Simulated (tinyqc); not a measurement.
# Thermal and gravitational stress in a wafer during furnace and rapid thermal processing, and the onset of slip, step by step

A worked calculation. Computed by tinyqc, a small Python program that keeps every step. Command: `OMP_NUM_THREADS=1 python tinyqc.py 3010767 3010768 out.jsonl slip walk`. One thread of a shared host (Intel(R) Xeon(R) Processor @ 2.30GHz), about 0.01 s of CPU time with the checks. Intermediate numbers are printed to about 6 digits and carried at full precision; extremes and crossings named in words are read from the listed rows.

A thin free disc in plane stress, isotropic; T(r) = T_centre + dT (r/R)^n with n = 2. Stress is positive in tension; sigma_SB = 5.670374419e-8 W/(m^2 K^4), g = 9.80665 m/s^2.

Inputs (values chosen for the exercise, modelled on silicon):

| quantity | value | unit |
|---|---|---|
| wafer radius R | 150 | mm |
| thickness t | 775 | micrometre |
| Young's modulus E | 147 | GPa |
| Poisson ratio nu | 0.27 | - |
| expansion alpha | 4.09 | 1e-6/K |
| edge less centre temperature dT | -22 | K |
| temperature T | 1075 | K |
| prefactor A of the critical stress | 0.00034 | MPa |
| energy U of the critical stress | 1.08 | eV |
| density rho | 2330 | kg/m^3 |
| heat capacity c | 923 | J/(kg K) |
| conductivity k | 26.7 | W/(m K) |
| wafer spacing s | 14 | mm |
| ramp rate | 1.2 | K/min |
| radius of the support ring over R | 0.63 | - |

Temperature profile: parabolic.

Constants: k_B = 8.617333262e-05 eV/K.

## Thermal stress

With x = r/R: s_rr = alpha E dT (1 - x^n)/(n + 2), s_tt = alpha E dT [1 - (n + 1) x^n]/(n + 2).

Temperature and stresses at r/R = 0, 0.3, 0.5, 0.7, 0.8, 0.9, 0.95, 1:

| r/R | T - T_centre (K) | s_rr (MPa) | s_tt (MPa) |
|---|---|---|---|
| 0.00 | 0.000 | -3.30676 | -3.30676 |
| 0.30 | -1.980 | -3.00916 | -2.41394 |
| 0.50 | -5.500 | -2.48007 | -0.82669 |
| 0.70 | -10.780 | -1.68645 | 1.55418 |
| 0.80 | -14.080 | -1.19044 | 3.04222 |
| 0.90 | -17.820 | -0.62829 | 4.72867 |
| 0.95 | -19.855 | -0.32241 | 5.64630 |
| 1.00 | -22.000 | 0.00000 | 6.61353 |

hoop stress at the edge = 6.61353 MPa

r/R where s_tt = 0 = 0.577350

The cold edge is stretched; the edge stress is n times that at the centre in size.

## Resolved stress round the edge

At the edge the stress is uniaxial along the tangent d = (cos phi, sin phi, 0) of a (001) wafer; the Schmid factor is the largest |(d.n)(d.b)| over the twelve {111}<110> systems.

Schmid factor and resolved stress at phi = 0, 7.5, 15, 22.5, 30, 37.5 and 45 degrees from [100]:

| phi from [100] (degrees) | Schmid factor | resolved stress (MPa) |
|---|---|---|
| 0.0 | 0.408248 | 2.69996 |
| 7.5 | 0.454124 | 3.00336 |
| 15.0 | 0.482963 | 3.19409 |
| 22.5 | 0.492799 | 3.25914 |
| 30.0 | 0.482963 | 3.19409 |
| 37.5 | 0.454124 | 3.00336 |
| 45.0 | 0.408248 | 2.69996 |

The factor is 1/sqrt(6) = 0.408 along <100> and <110> and peaks at 0.4928 at 22.5 degrees, so slip, if any, starts at eight places between these directions.

## Slip criterion

Critical resolved stress tau_c = A exp(U/(k_B T)), a form chosen for the exercise; slip when 0.492799 |s_tt(R)| > tau_c; allowed |dT| = tau_c (n + 2)/(0.492799 n alpha E).

critical stress tau_c = 39.3276 MPa

resolved over critical stress = 0.0828715

allowed |dT| = 265.471 K

No slip; the margin is a factor 12.

## Ramp rate in a batch furnace

In a stack heated from the rim, heat flows inward by conduction and by radiation between wafers: k_eff = k + (16/3) sigma_SB T^3 s^2/t (a diffusion estimate with the spacing as path length). A steady ramp gives the parabolic lag dT = rho c (ramp) R^2/(4 k_eff); the allowed ramp uses n = 2.

k_eff = 121.715 W/(m K)

lag of the centre = 1.98778 K

allowed ramp rate = 160.262 K/min

Radiation carries 78 % of the inward flow. The ramp is 0.01 of the allowed one.

## Gravity

Own weight q = rho g t on a ring of radius b R, x = r/R: moments of an edge-supported plate, M_r = q R^2 (3 + nu)(1 - x^2)/16 and M_t = q R^2 [(3 + nu) - (1 + 3 nu) x^2]/16, less the uniform moment inside the ring load, q R^2 [(1 - nu)(1 - b^2) - 2 (1 + nu) ln b]/8; stress at the lower face = 6 M/t^2.

stress at the centre = 0.0105312 MPa

radial stress at the ring = -0.312331 MPa

hoop stress at the ring = -0.168179 MPa

The largest of these is 0.0040 tau_c when halved for shear. Point supports give far higher local stress than a ring.

## Position of the support ring

The formulas are those given above.

Stress at the lower face (MPa):

| b | centre | radial at ring | hoop at ring | largest in size |
|---|---|---|---|---|
| 0.40 | -0.649564 | -0.779717 | -0.721606 | 0.779717 |
| 0.50 | -0.334884 | -0.538249 | -0.447450 | 0.538249 |
| 0.60 | -0.064528 | -0.357374 | -0.226623 | 0.357374 |
| 0.65 | 0.059324 | -0.284363 | -0.130913 | 0.284363 |
| 0.70 | 0.177491 | -0.221104 | -0.043138 | 0.221104 |
| 0.75 | 0.291011 | -0.166560 | 0.037738 | 0.291011 |
| 0.80 | 0.400718 | -0.119897 | 0.112549 | 0.400718 |
| 0.90 | 0.611306 | -0.047596 | 0.246593 | 0.611306 |
| 1.00 | 0.813460 | 0.000000 | 0.363196 | 0.813460 |

Among these rows the largest stress is least, 0.221 MPa, for a ring at 0.7 R, 3.7 times below edge support: the overhang balances the sag of the centre. All values scale as R^2/t.

## Limits against temperature

The formulas are those given above.

For the parabolic profile:

| T (K) | tau_c (MPa) | allowed \|dT\| (K) | k_eff (W/(m K)) | allowed ramp (K/min) |
|---|---|---|---|---|
| 1050 | 51.9100 | 350.405 | 115.239 | 200.281 |
| 1125 | 23.4243 | 158.119 | 135.599 | 106.344 |
| 1200 | 11.6756 | 78.813 | 158.863 | 62.100 |
| 1275 | 6.3164 | 42.637 | 185.224 | 39.170 |
| 1350 | 3.6585 | 24.696 | 214.877 | 26.320 |
| 1425 | 2.2444 | 15.150 | 248.014 | 18.637 |
| 1500 | 1.4458 | 9.760 | 284.830 | 13.788 |

From 1050 to 1500 K the allowed difference falls 36 times and the allowed ramp 15 times; radiation, which grows as T^3, gives back a factor 2.47. Ramps must slow as the wafer gets hotter.

Checks made by the program: force balance: the hoop stress integrates to zero (added to the edge stress) (relative difference below 1e-10).
